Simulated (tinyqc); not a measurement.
# p-type polysilicon, carrier trapping at grain boundaries: effect of the doping

One-dimensional grains of size Lg, uniform ionised doping N, monovalent traps Qt at each boundary at a depth Et below (for electrons) or above (for holes) the band edge there, abrupt depletion of width W on each side of a boundary, Boltzmann statistics. xi is the distance from the band edge at the grain centre to the Fermi level. Trapped charge Qt/(1 + exp((xi + VB - Et)/Vt)) = 2 N W, barrier VB = q N W^2/(2 eps0 eps_r).

If the trap equation with xi = Vt ln(NB/N) has a root W < Lg/2, the grain is partly depleted; otherwise W = Lg/2 and the trap equation gives xi = Et - VB + Vt ln(Qt/(N Lg) - 1). N* = Qt/Lg. n0 = NB exp(-xi/Vt); mean density n0 (1 - 2 W/Lg) by charge balance in a partly depleted grain, and n0 (sqrt(pi)/2) erf(u)/u with u = sqrt(VB/Vt) in a fully depleted one; v = sqrt(kB T/(2 pi ms m0)); barrier resistivity Vt exp(VB/Vt)/(q fe n0 v Lg); grain resistivity (1 - 2 W/Lg)/(q n0 mug); effective mobility 1/(q mean density total resistivity). Rows with xi above 0.45 V, towards mid-gap, are left out, since the other carrier type is ignored.

Parameters, values chosen for the exercise; values of the order met in polycrystalline silicon: temperature T = 300 K; relative permittivity eps_r = 11.7; valence-band density of states at T NB = 2.65e19 cm^-3; grain size Lg = 38 nm; trap density of a grain boundary Qt = 9.4e11 cm^-2; depth of the trap level from the majority band edge at the boundary Et = 0.34 eV; mass for thermionic emission ms = 0.3 m0; correction factor of the emission rate fe = 1; mobility inside the grains mug = 80 cm^2/(V s).

Constants: q = 1.602176634e-19 C, kB = 1.380649e-23 J/K, m0 = 9.1093837015e-31 kg, Vt = kB T/q, eps0 = 8.8541878128e-14 F/cm where lengths are in cm. Results are converted to the units shown.

Results:
```
N (cm^-3)	N/N*	depleted share 2 W/Lg	VB (V)	xi (V)	mean density (cm^-3)	resistivity (ohm cm)	effective mobility (cm^2/(V s))
1.2e16	0.04851	1.000	0.003350	0.4136	2.863e12	3295	661.7
2.5e16	0.1011	1.000	0.006979	0.3895	6.949e12	1494	601.1
5.2e16	0.2102	1.000	0.01452	0.3597	2.019e13	631.2	489.8
1.1e17	0.4447	1.000	0.03071	0.3150	9.636e13	209.8	308.7
4.5e17	1.819	0.5494	0.03792	0.1054	2.028e17	0.1614	190.7
9.2e17	3.719	0.2688	0.01856	0.08688	6.727e17	0.08127	114.2
1.9e18	7.681	0.1302	0.008990	0.06813	1.653e18	0.04216	89.58
3.9e18	15.77	0.06343	0.004380	0.04954	3.653e18	0.02136	79.99
8e18	32.34	0.03092	0.002135	0.03096	7.753e18	0.01062	75.78
```

Estimate the missing row, N = 2.2e17 cm^-3.

Computed row:
```
N (cm^-3)	N/N*	depleted share 2 W/Lg	VB (V)	xi (V)	mean density (cm^-3)	resistivity (ohm cm)	effective mobility (cm^2/(V s))
2.2e17	0.8894	1.000	0.06142	0.2247	2.484e15	20.90	120.2
```

With this row back in the table: As N goes from 1.2e16 to 8e18, VB goes from 0.00335 through a maximum of 0.0614 (at N = 2.2e17 among the rows listed) to 0.00214 V, the resistivity falls from 3300 to 0.0106 ohm cm and the effective mobility moves up and down between 75.8 and 662 cm^2/(V s). The steepest fall of the resistivity among the rows, as N^(-6.8), lies between N = 2.2e17 and 4.5e17 cm^-3; N* = 2.47e17 cm^-3. While the grain is fully depleted VB grows as N; once the traps are full it falls as 1/N. For N = 3.9e18, 8e18 xi is under 2.5 Vt, where Boltzmann statistics begin to fail. For N = 1.2e16, 2.5e16, 5.2e16, 9.2e17, 1.9e18, 3.9e18, 8e18 VB is below Vt, where abrupt depletion and thermionic emission are rough. For N = 4.5e17 the grain is near the changeover between partial and full depletion, within a few Debye lengths, where both limits are rough. For N = 1.2e16, 2.5e16, 5.2e16, 1.1e17, 2.2e17, 4.5e17, 9.2e17, 1.9e18 the effective mobility exceeds mug, since drift through the depleted part of the grain is left out.

Program tinyqc, `OMP_NUM_THREADS=1 python tinyqc.py 2830132 2830133 out.jsonl`; Intel Xeon 2.30GHz, shared host, one thread, about 0.01 s.
